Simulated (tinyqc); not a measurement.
On-chip interconnect, size-dependent resistivity and RC delay: two steps of the calculation.

A rectangular line between two neighbours and two ground planes. Surface and grain-boundary scattering are added to the bulk resistivity as corrections; capacitances are parallel-plate values without fringing; inductance is ignored.

Parameters, values chosen for the exercise; metal values close to those of copper: bulk resistivity rho0 = 1.67 uohm cm; bulk mean free path lam = 39.2 nm; specular share of surface scattering ps = 0; reflection coefficient of grain boundaries Rg = 0.32; grain size over the metal width gr = 0.7; drawn line width wd = 32 nm; aspect ratio, height over width AR = 1.7; liner on both walls and the bottom, not conducting tl = 1.9 nm; space to the neighbouring lines sp = 48 nm; dielectric height to the planes above and below hd = 80 nm; relative permittivity of the dielectric ek = 2.2; Miller factor of the neighbours Mf = 1; driver resistance Rd = 1800 ohm; time step dt = 1.7 ps.

Constants: eps0 = 8.8541878128e-12 F/m. Results are converted to the units shown.

Question 1. Resistivity, resistance and capacitance per length. Metal width x = wd - 2 tl, height y = AR wd - tl; grain boundaries (Mayadas-Shatzkes): al = (lam/(gr x)) Rg/(1 - Rg), g = 1/[1 - 3 al/2 + 3 al^2 - 3 al^3 ln(1 + 1/al)] - 1; surfaces (Fuchs-Sondheimer, thick limit): s = (3/8) lam (1 - ps)(1/x + 1/y); rho = rho0 (1 + g + s); r = rho/(x y); c = eps0 ek (2 wd/hd + 2 Mf AR wd/sp).

Wanted: x; y; al; g; s; rho; r; c.

Answer 1.

x = 28.200 nm
y = 52.500 nm
al = 0.93450
g = 1.2895
s = 0.80128
rho = 5.1616 uohm cm
r = 34.864 ohm/um
c = 0.059736 fF/um

Question 2. Node voltages after a time step. A 1 V step is applied behind Rd at t = 0. C dv/dt = -G v + b, with G the conductance matrix of the ladder (1/Rs between neighbours, 1/Rd added at node 0) and b = (1 V/Rd, 0, ...). Trapezoidal step: (C/dt + G/2) v(new) = (C/dt - G/2) v + b.

Rs = 261.47847 ohm

```
node      C (fF)  v at t = 0 (V)
0     0.22401095               0
1     0.44802190               0
2     0.44802190               0
3     0.44802190               0
4     0.44802190               0
5     0.44802190               0
6      1.0540110               0
```

Find: v at t = 1 dt.

Answer 2.

v at t = 1 dt, node 0 to 6 (V): 0.55752  0.38639  0.26852  0.18766  0.13266  0.09595  0.07245

Range of the model: The metal width is under the mean free path, where the thick-limit surface term and the simple sum of corrections lose accuracy.

Program tinyqc, `OMP_NUM_THREADS=1 python tinyqc.py 2100034 2100035 out.jsonl`; Intel Xeon 2.30GHz, shared host, one thread, about 0.01 s.
